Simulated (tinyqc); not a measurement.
Mobility of a non-polar semiconductor in the relaxation-time approximation: one step, computed by the program tinyqc. Command: `OMP_NUM_THREADS=1 python tinyqc.py 3029214 3029215 out.jsonl rta walk`. One thread of a shared host (Intel(R) Xeon(R) Processor @ 2.30GHz), about 0.01 s of CPU time with the checks.

Each valley is treated as a sphere of mass m_d for states and rates, with one isotropic relaxation time; the conductivity mass m_c sets the current.

Task: Rates at a few energies. Kane band: hbar^2 k^2/(2 m) = E (1 + alpha E), speed v = hbar k/(m (1 + 2 alpha E)), states per spin, volume and energy g(E) = m k (1 + 2 alpha E)/(2 pi^2 hbar^2); overlap factors are set to 1. Here m = m_d. Masses are multiplied by m_0 and all formulas are in SI units. Phonon occupation N_q = 1/(exp(hbar w/(k_B T)) - 1). Acoustic deformation potential (elastic, equipartition, absorption and emission together): 1/tau = 2 pi k_B T D_A^2 g(E)/(hbar rho v_l^2). Optical or intervalley deformation potential: 1/tau = (pi Z_f D_o^2/(rho w)) [N_q g(E + hbar w) + (N_q + 1) g(E - hbar w)], with g = 0 below the band edge. Each optical term is multiplied by (1 - f(E'))/(1 - f(E)), E' the final energy, for Pauli blocking. Singly charged impurities, momentum relaxation: 1/tau = N_I e^4 m (1 + 2 alpha E) Phi/(8 pi (eps_s eps_0)^2 hbar^3 k^3), with alpha = 0 for a parabolic band. Conwell-Weisskopf: Phi = ln(1 + y^2), y = 4 pi eps_s eps_0 E N_I^(-1/3)/e^2 (largest impact parameter N_I^(-1/3)/2).

Inputs (values chosen for the exercise, modelled on electrons in diamond):

| quantity | value | unit |
|---|---|---|
| non-parabolicity alpha | 0.21 | 1/eV |
| static permittivity eps_s | 5.7 | - |
| density rho | 3515 | kg/m^3 |
| sound velocity v_l | 18200 | m/s |
| acoustic deformation potential D_A | 7.8 | eV |
| phonon energy hbar w | 141 | meV |
| optical or intervalley deformation potential D_o | 9.2 | 1e8 eV/cm |
| final valleys Z_f | 5 | - |
| temperature T | 250 | K |

Band: Kane. Impurity formula: Conwell-Weisskopf. Further scattering: none.

reduced Fermi level eta = -3.434841

density-of-states mass m_d = 0.4967754 m_0

ionised impurity density N_I = 4.477778e+18 1/cm^3

Constants: k_B = 8.617333262e-05 eV/K; k_B = 1.380649e-23 J/K; e = 1.602176634e-19 C; hbar = 1.054571817e-34 J s; m_0 = 9.1093837015e-31 kg; hbar = 6.582119569e-16 eV s; eps_0 = 8.8541878128e-12 F/m.

Give: Rates (1e12/s) at E = (max(eta, 0) + 0.5, 1, 2, 4) k_B T.

Result:

Rates (1e12/s) at E = (max(eta, 0) + 0.5, 1, 2, 4) k_B T:

| E (meV) | acoustic | optical | ionised impurity |
|---|---|---|---|
| 10.77 | 0.2143 | 0.02084 | 21.91 |
| 21.54 | 0.3048 | 0.02152 | 28.40 |
| 43.09 | 0.4359 | 0.02298 | 30.88 |
| 86.17 | 0.6302 | 0.02597 | 25.07 |
